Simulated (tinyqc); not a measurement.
From results back to parameters: dielectric confinement in a thin film (image charges). Five cases, with inputs chosen for the exercise.

Problem. The self-energy at the centre was computed from a hidden eh.

A film |z| < t/2 of dielectric constant eps between half-spaces of dielectric constant e2; lam = (eps - e2)/(eps + e2), q = e^2/(4 pi eps0). The self-energy of a band edge is taken with the high-frequency value, e2 = eh, and the field of a fixed ion with the static one, e2 = eo. A charge at z has images lam^|n| at n t + (-1)^n z. Its self-energy is S(z) = (q/2 eps) sum over n >= 1 of lam^n [1/(n t - 2z) + 1/(n t + 2z)] for odd n and 2 lam^n/(n t) for even n; at the centre S(0) = -(q/(eps t)) ln(1 - lam).

Constants: e^2/(4 pi eps0) = 14.39964547 eV angstrom.

Case 1.

Values chosen: t = 86 angstrom (film thickness); eps = 13 (dielectric constant of the film).
S(0) = 17.0240 meV

Case 2.

Values chosen: t = 72 angstrom (film thickness); eps = 12.9 (dielectric constant of the film).
S(0) = 19.7354 meV

Case 3.

Values chosen: t = 82 angstrom (film thickness); eps = 11.4 (dielectric constant of the film).
S(0) = 17.9858 meV

Case 4.

Values chosen: t = 86 angstrom (film thickness); eps = 11.7 (dielectric constant of the film).
S(0) = 9.6487 meV

Case 5.

Values chosen: t = 62 angstrom (film thickness); eps = 11.5 (dielectric constant of the film).
S(0) = 12.9887 meV

Find: lam; eh.

Solution. lam = 1 - exp(-S(0) eps t/q), and eh = eps (1 - lam)/(1 + lam).

Case 1.

lam = 0.7333
eh = 2.0

Case 2.

lam = 0.7200
eh = 2.1

Case 3.

lam = 0.6889
eh = 2.1

Case 4.

lam = 0.4904
eh = 4.0

Case 5.

lam = 0.4744
eh = 4.1

Computed by tinyqc, one run a case: `OMP_NUM_THREADS=1 python tinyqc.py N N+1 out.jsonl` with N = 1280854, 1280908, 1280967, 1280995, 1281015; one thread of a shared Intel(R) Xeon(R) Processor @ 2.30GHz, about 0.07 s a run at most.
